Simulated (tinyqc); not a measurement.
Undoped symmetric double-gate MOSFET, analytic potential model: one step of the calculation.

An undoped body of thickness ts between two equal insulators and tied gates; long channel, electrons only, n = ni exp((psi - V)/Vt) with V the quasi-Fermi potential (0 at the source, Vd at the drain), constant mobility, no quantisation. Across the body psi(x) = V - 2 Vt ln[(ts/(2 beta)) sqrt(q ni/(2 eps0 eps_r Vt)) cos(2 beta x/ts)], x from the centre. Q is the electron charge per area of the whole body.

Question. Charges and drain current. beta (between 0 and pi/2) solves (Vg - V0 - V)/(2 Vt) = ln(beta) - ln(cos beta) + 2 r beta tan(beta). Q = 8 eps0 eps_r Vt beta tan(beta)/ts; I = mu (1/L)(4 eps0 eps_r/ts)(2 Vt)^2 [g(beta_s) - g(beta_d)] per width, g = beta tan(beta) - beta^2/2 + r beta^2 tan^2(beta), with beta_s at V = 0 and beta_d at V = Vd.

Inputs (values chosen for the exercise); material values close to those of silicon: temperature T = 300 K; relative permittivity of the semiconductor eps_r = 11.7; body thickness ts = 5 nm; channel mobility mu = 100 cm^2/(V s); gate length L = 1 um; drain voltage Vd = 0.3 V.

Constants: q = 1.602176634e-19 C, kB = 1.380649e-23 J/K, Vt = kB T/q, eps0 = 8.8541878128e-14 F/cm where lengths are in cm. Results are converted to the units shown.

beta_s = 1.2771761
beta_d = 1.0904314
r = 1.2143058

Give: Qs; Qd; g(beta_s); g(beta_d); I.

Answer.

Qs = 1810.0 nC/cm^2
Qd = 896.70 nC/cm^2
g(beta_s) = 25.075
g(beta_d) = 6.8158
I = 40.452 uA/um

The term r beta^2 tan^2(beta), which gives the square law, makes up 86.4 % of g at the source.

Program tinyqc, `OMP_NUM_THREADS=1 python tinyqc.py 2440063 2440064 out.jsonl`; Intel Xeon 2.30GHz, shared host, one thread, about 0.01 s.
